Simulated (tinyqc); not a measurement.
Inside a calculation. Model: sub-threshold conduction and electro-thermal threshold of an amorphous chalcogenide.

tinyqc, about 0.01 s, one thread, Intel Xeon 2.30GHz (shared host): `OMP_NUM_THREADS=1 python tinyqc.py 2490055 2490056 out.jsonl` Printed values are rounded.

Trap-limited conduction: I = I0 exp(-Ea/kB T) sinh(q V dz/(2 ua kB T)), I0 = 2 q A Nt dz/ta. One lumped temperature T = T0 + Rt I V. The threshold is the largest V for which a steady state exists on the low-current branch.

Parameters, values chosen for the exercise; values of the order of Ge-Sb-Te and related chalcogenides: ambient temperature T0 = 300 K; cross-section A = 2600 nm^2; amorphous thickness ua = 22 nm; distance between traps dz = 7.7 nm; activation energy Ea = 0.29 eV; trap density Nt = 9.4e18 cm^-3; attempt time ta = 1e-15 s; thermal resistance Rt = 2.4 K/uW; voltage across the amorphous layer V = 0.344 V.

Constants: q = 1.602176634e-19 C, kB = 1.380649e-23 J/K. Results are converted to the units shown.

Range of the model: Purely electronic switching mechanisms, filaments and series resistance are left out.

## Isothermal quantities

I0, the low-field resistance 2 ua kB T0 exp(Ea/kB T0)/(q dz I0), the slope voltage V0 = 2 ua kB T0/(q dz), and I at V without heating.

I0 = 60.30208 mA
low-field resistance = 0.1823515 Mohm
V0 = 0.1477257 V
I without heating = 4.118036 uA

## Iteration 1: self-heating

T at the start = 300 K

I at the present T, then T(new) = T0 + Rt I V.

I = 4.118036 uA
T after iteration 1 = 303.3999 K

## Iteration 2: self-heating

As before.

I = 4.547020 uA
T after iteration 2 = 303.7540 K

## Course of the iteration

Stop when T changes by less than 1e-7 K; give up above 900 K or after 200 iterations.

Course of the iteration:
```
iteration  T(new) (K)    I (uA)  change (K)
1            303.3999  4.118036        3.40
2            303.7540  4.547020       0.354
3            303.7925  4.593609      0.0385
4            303.7967  4.598691     4.20e-3
5            303.7971  4.599245     4.58e-4
6            303.7972  4.599306     5.00e-5
7            303.7972  4.599313     5.45e-6
8            303.7972  4.599313     5.95e-7
9            303.7972  4.599313     6.49e-8
```

Converged in 9 iterations. The loop gain dT(new)/dT is 0.11; it reaches 1 at the threshold, 0.5173 V.
